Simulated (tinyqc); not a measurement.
Plane-wave Kohn-Sham cycle with exchange-only LDA in a layered model solid, step by step. One step of it, computed by the program tinyqc.

Question. Iteration 2: levels at that k. Diagonalise the Hermitian matrix.

H (hartree), lower triangle:
```
           -3         -2         -1         +0         +1         +2        +3
-3   4.721564
-2  -0.254253   1.980008
-1  -0.000025  -0.254253   0.335073
+0   0.000672  -0.000025  -0.254253  -0.213238
+1   0.000020   0.000672  -0.000025  -0.254253   0.335073
+2  -0.000010   0.000020   0.000672  -0.000025  -0.254253   1.980008
+3   0.000003  -0.000010   0.000020   0.000672  -0.000025  -0.254253  4.721564
```

Give: eigenvalues.

Answer.

eigenvalues (hartree): -0.3967  0.2962  0.4786  1.9954  1.9964  4.7451  4.7451
